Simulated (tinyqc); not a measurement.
Chemical-mechanical planarisation: Preston law, pattern density and step-height reduction: one step, computed by the program tinyqc. Command: `OMP_NUM_THREADS=1 python tinyqc.py 3018718 3018719 out.jsonl cmp walk`. One thread of a shared host (Intel(R) Xeon(R) Processor @ 2.30GHz), about 0.01 s of CPU time with the checks.

A row of 10 cells, repeated periodically, holds raised features that cover a share rho of each cell.

Problem. State at time t. While h > h_c only raised areas polish, at R0/rho_eff, until t_c = rho_eff (h0 - h_c)/R0. After that h = h_c exp(-(t - t_c)/tau), tau = rho_eff h_c/R0; low areas polish at R0 (1 - h/h_c) and raised areas at R0 [1 + (1 - rho_eff) h/(rho_eff h_c)]. Removed from raised areas after t_c: h0 - h_c + R0 (t - t_c) + (1 - rho_eff)(h_c - h); from low areas: R0 (t - t_c) - rho_eff (h_c - h). Film left = z0 less the removal from raised areas.

Inputs (values chosen for the exercise, close to those used for copper polishing):
```
quantity                        value  unit
initial step height h0            260    nm
contact height h_c                 43    nm
film above the raised areas z0    460    nm
polish time t                      94     s
```

effective densities: 0.3432862  0.3790953  0.3952853  0.4444481  0.5359225  0.5923028  0.5498686  0.4287733  0.3257303  0.3052877

blanket rate R0 = 2.638938 nm/s

Give: Cells; range of film left across the row; largest remaining step; thinnest film left.

Solution.

Cells:
```
cell  rho_eff  t_c (s)  step h (nm)  removed, raised (nm)  removed, low (nm)  film left on raised areas (nm)
1      0.3433    28.23       0.0003                 418.8              158.8                            41.2
2      0.3791    31.17       0.0016                 409.5              149.5                            50.5
3      0.3953    32.50       0.0031                 405.3              145.3                            54.7
4      0.4444    36.55       0.0154                 392.5              132.5                            67.5
5      0.5359    44.07       0.1413                 368.7              108.8                            91.3
6      0.5923    48.71       0.3938                 353.9               94.3                           106.1
7      0.5499    45.22       0.1857                 365.0              105.2                            95.0
8      0.4288    35.26       0.0096                 396.6              136.6                            63.4
9      0.3257    26.78       0.0001                 423.4              163.4                            36.6
10     0.3053    25.10       0.0000                 428.7              168.7                            31.3
```

range of film left across the row = 74.78 nm

largest remaining step = 0.3938 nm

thinnest film left = 31.31 nm

10 of 10 cells have reached contact. The cell with the lowest rho_eff has lost the most film from its raised areas.
